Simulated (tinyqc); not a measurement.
Ellipsometry and reflectance of a transparent film on an absorbing substrate: effect of the angle of incidence.

Air (index 1), film, substrate with N2 = n2 - i k2; time factor exp(+i w t). q_j = sqrt(N_j^2 - sin^2 th), root with positive real part. Fresnel coefficients r_s = (q_a - q_b)/(q_a + q_b), r_p = (N_b^2 q_a - N_a^2 q_b)/(N_b^2 q_a + N_a^2 q_b). tan(Psi) exp(i Delta) = R_p/R_s, Delta taken from 0 to 360 degrees.

beta = 2 pi d q1/lam, X = exp(-2 i beta), R = (r01 + r12 X)/(1 + r01 r12 X) for p and s. dDelta/dd is the derivative of Delta; period lam/(2 q1).

Parameters, values chosen for the exercise; indices close to those of aluminium oxide on silicon:
```
symbol  value  unit                                  meaning
lam       405    nm                               wavelength
n1      1.652                  index of the transparent film
d         8.6    nm                           film thickness
n2       5.42                         index of the substrate
k2      0.329        extinction coefficient of the substrate
```

Effect of the angle of incidence:

| th (degrees) | Psi (degrees) | Delta (degrees) | \|R_p\|^2 | \|R_s\|^2 | dDelta/dd (degrees/nm) | period (nm) |
|---|---|---|---|---|---|---|
| 50 | 35.38 | 170.0 | 0.3070 | 0.6086 | -1.013 | 138.4 |
| 55 | 32.80 | 167.0 | 0.2666 | 0.6419 | -1.319 | 141.2 |
| 60 | 29.62 | 162.8 | 0.2196 | 0.6794 | -1.731 | 143.9 |
| 65 | 25.66 | 156.5 | 0.1665 | 0.7212 | -2.317 | 146.6 |
| 70 | 20.76 | 145.6 | 0.1102 | 0.7675 | -3.191 | 149.0 |
| 75 | 15.32 | 122.3 | 0.06141 | 0.8185 | -4.095 | 151.1 |
| 80 | 14.00 | 70.40 | 0.05437 | 0.8742 | -0.9469 | 152.7 |
| 85 | 25.23 | 24.44 | 0.2076 | 0.9348 | 1.104 | 153.7 |

Psi goes from 35.4 through a minimum of 14.0 (at th = 80 among the rows listed) to 25.2 degrees and |R_p|^2 goes from 0.307 through a minimum of 0.0544 (at th = 80 among the rows listed) to 0.208. The slope of Delta is largest in size, 4.10 degrees/nm, at th = 75 among the rows. The bare substrate has its smallest |R_p| near arctan(n2) = 79.5 degrees.

Program tinyqc, `OMP_NUM_THREADS=1 python tinyqc.py 2870127 2870128 out.jsonl`; Intel Xeon 2.30GHz, shared host, one thread, about 0.01 s.
